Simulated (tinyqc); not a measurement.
Inside a calculation. Model: liquidus of a compound AB in a simple-solution melt, liquid-phase epitaxy and vapour pressures. Computed by tinyqc, a small Python program that keeps every step. Command: `OMP_NUM_THREADS=1 python tinyqc.py 3027524 3027525 out.jsonl liq35 walk`. One thread of a shared host (Intel(R) Xeon(R) Processor @ 2.30GHz), about 0.08 s of CPU time with the checks. Intermediate numbers are printed to about 5 digits and carried at full precision; extremes and crossings named in words are read from the listed rows.

x is the atom fraction of B in the melt. The melt is a simple solution: R T ln gamma_B = W (1 - x)^2, R T ln gamma_A = W x^2, W = a + b T. The solid AB is stoichiometric.

Inputs (values chosen for the exercise, modelled on InAs for the melt): melting point T_F = 1215 K; entropy of fusion S_F = 62.4 J/(mol K); interaction a = 16.6 kJ/mol; interaction slope b = -42.8 J/(mol K); saturation temperature T = 750 K; step dT = 5 K; cooling rate c = 0.81 K/min; growth time t = 1.5 min; diffusivity in the melt D = 3.3e-05 cm^2/s; molar volume of the melt V_L = 17.3 cm^3/mol; lattice constant a0 = 6.058 angstrom; melt depth w = 6.8 mm; heat of evaporation of A = 255 kJ/mol; entropy of evaporation of A = 109 J/(mol K); heat of evaporation of B as (1/2) B2 = 90.7 kJ/mol; entropy of evaporation of B as (1/2) B2 = 60.6 J/(mol K).

Growth programme: supercooling (step, then ramp).

Constants: R = 8.314462618 J/(mol K); N_A = 6.02214076e+23 1/mol; k_B = 8.617333262e-05 eV/K.

## Solubility on the A-rich side

Liquidus (Vieland): f(x) = R T ln[4 x (1 - x)] + 2 W (1/2 - x)^2 + S_F (T_F - T) = 0. Newton steps with f' = (1 - 2x)[R T/(x (1 - x)) - 2 W], from the dilute estimate x = (1/4) exp[-(S_F (T_F - T) + W/2)/(R T)]; stop below 1e-13; f under 1e-6 shown as 0.

W = -15.5 kJ/mol

Newton steps:
```
step          x    f (J/mol)  f' (J/mol)
1     0.0082580   2.0217e+02  7.7933e+05
2     0.0079985  -3.1453e+00  8.0384e+05
3     0.0080025  -7.4642e-04  8.0346e+05
4     0.0080025            0  8.0346e+05
```

solubility x = 0.0080025

The dilute estimate is 1.032 of the root. An ideal melt (W = 0) would dissolve x = 0.0024; the B-rich branch lies at 1 - x.

## Slope of the liquidus

dx/dT = -(df/dT)/f', df/dT = R ln[4 x (1 - x)] + 2 b (1/2 - x)^2 - S_F, f' = (1 - 2x)[R T/(x (1 - x)) - 2 W]. Concentrations: C_L = x N_A/V_L in the melt, C_S = 4/a0^3 in the solid; m = dT/dC_L.

dx/dT = 1.3915e-04 1/K

C_L = 2.7857e+20 1/cm^3

C_S = 1.7992e+22 1/cm^3

slope m = 2.0645e-19 K cm^3

apparent heat of solution k_B T^2 d ln x/dT = 0.84287 eV

## Layer thickness

Semi-infinite melt (Hsieh): step d = 2 dT sqrt(D t/pi)/(C_S m); ramp d = (4/3) c sqrt(D/pi) t^(3/2)/(C_S m); supercooling is their sum. A melt of depth w can give at most w (undercooling)/(C_S m).

thickness d = 0.96191 micrometre

largest thickness from this melt = 11.378 micrometre

sqrt(D t)/w = 0.080144

The layer uses 8 % of what the melt could give.

## Three programmes

The formulas are those given above.

Thickness (micrometre):
```
t (min)    step        ramp  supercooling  sqrt(D t) (mm)
0.2      0.3023  6.5290e-03        0.3088          0.1990
0.5      0.4779  2.5808e-02        0.5037          0.3146
1.0      0.6759  7.2997e-02        0.7489          0.4450
2.0      0.9559  2.0647e-01        1.1623          0.6293
5.0      1.5114  8.1613e-01        2.3275          0.9950
10.0     2.1374  2.3084e+00        4.4457          1.4071
20.0     3.0227  6.5290e+00        9.5518          1.9900
```

Step cooling goes as t^(1/2), ramp cooling as t^(3/2); they are equal at t = 3 dT/(2 c) = 9.26 min. The local exponent of their sum runs from 0.53 to 1.10. Rows with sqrt(D t) above about half the depth of 6.8 mm are overestimates. In the late ramp rows the undercooling is so large that the liquidus slope is not constant.

## Vapour pressures and congruent evaporation

Over the A-rich liquidus: p_A = gamma_A (1 - x) exp(S_A/R - H_A/(R T)), p_B2 = [gamma_B x exp(S_B/R - H_B/(R T))]^2, in bar. Free evaporation is congruent while the A flux over this liquidus is at least the B flux; with A and B2 taken as equal in mass for the estimate, T_c solves p_A = 2 p_B2.

log10 p_A = -12.070

log10 p_B2 = -12.621

congruent temperature T_c = 794.31 K

T is below T_c: the surface evaporates congruently and no droplets form.

## The liquidus

The formulas are those given above.

Solubility; ideal: W = 0; dilute: (1/4) exp[-(S_F (T_F - T) + W/2)/(R T)]:
```
T (K)           x       ideal      dilute  W (kJ/mol)
608    3.5338e-04  1.3931e-04  3.5372e-04     -9.4224
705    3.4477e-03  1.0979e-03  3.4909e-03    -13.5740
802    1.8331e-02  5.2696e-03  1.9802e-02    -17.7256
899    5.9245e-02  1.8207e-02  7.7235e-02    -21.8772
996    1.3032e-01  5.0559e-02  2.3109e-01    -26.0288
1094   2.2987e-01  1.2451e-01  5.7406e-01    -30.2232
1166   3.3156e-01  2.3995e-01  1.0161e+00    -33.3048
1203   4.1762e-01  3.6572e-01  1.3269e+00    -34.8884
```

x over the ideal value is 2.54 in the first row and 1.14 in the last, and lies between 1.14 and 3.48: W > 0 lowers the solubility and W < 0 raises it, by about exp(-W/(2 R T)) when dilute. The dilute form is within 5 % in 2 of the eight rows. Near T_F the liquidus closes as a parabola about x = 1/2.

Checks made by the program: x against bracketed root finding (relative difference below 1e-10).
